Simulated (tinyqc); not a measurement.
Activation energy and ten-year temperature from two bakes.

Question. tr goes as exp(q Ex/(kB T)); ten years are 3.15576e8 s. Find Ex and the temperature T10 at which tr is ten years.

Constants: q = 1.602176634e-19 C, kB = 1.380649e-23 J/K. Results are converted to the units shown.

time to crystallise at 473 and 488 K (s): [36, 4.6992797]

Answer. ln tr is linear in 1/T; the line is extended to ten years.

Ex = 2.70 eV
T10 = 381 K

Program tinyqc, `OMP_NUM_THREADS=1 python tinyqc.py 2880138 2880139 out.jsonl`; Intel Xeon 2.30GHz, shared host, one thread, about 0.01 s.
